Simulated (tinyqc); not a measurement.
Interface traps from C-V curves, high-low and Terman methods: one step of the calculation.

MOS capacitor on an n-type substrate; psi is the band bending, negative in depletion; only majority carriers are counted. At the bending psi the Fermi level lies y = xi - psi below the conduction edge at the surface, xi = Vt ln(Nc/Nd). Dit(y) = D0 + D1 exp(-y/E1); traps fill up to the Fermi level, follow the bias and a slow signal, and do not follow a fast one. V is the gate voltage from flat band.

Question. High-low extraction. q Dit = (1/C_LF - 1/Cox)^(-1) - (1/C_HF - 1/Cox)^(-1) at each point.

Constants: q = 1.602176634e-19 C. Results are converted to the units shown.

```
point  C_HF (nF/cm^2)  C_LF (nF/cm^2)
0           49.802855       125.92343
1           51.834035       126.66027
2           54.184139       127.66800
3           56.954158       129.04400
4           60.299303       130.90027
5           64.475330       133.34465
6           69.947022       136.44615
7           77.686450       140.19693
8           90.078565       144.52283
9           112.25965       149.45467
```

Cox = 164.43492 nF/cm^2

Find: Dit by high-low.

Answer.

Dit by high-low, point 0 to 9 (cm^-2 eV^-1): 2.9099e12  2.9689e12  3.0594e12  3.1984e12  3.4119e12  3.7399e12  4.2436e12  5.0173e12  6.2058e12  8.0312e12

Numbers from tinyqc (`OMP_NUM_THREADS=1 python tinyqc.py 2030173 2030174 out.jsonl`; about 0.01 s on one thread of a shared Intel Xeon 2.30GHz).
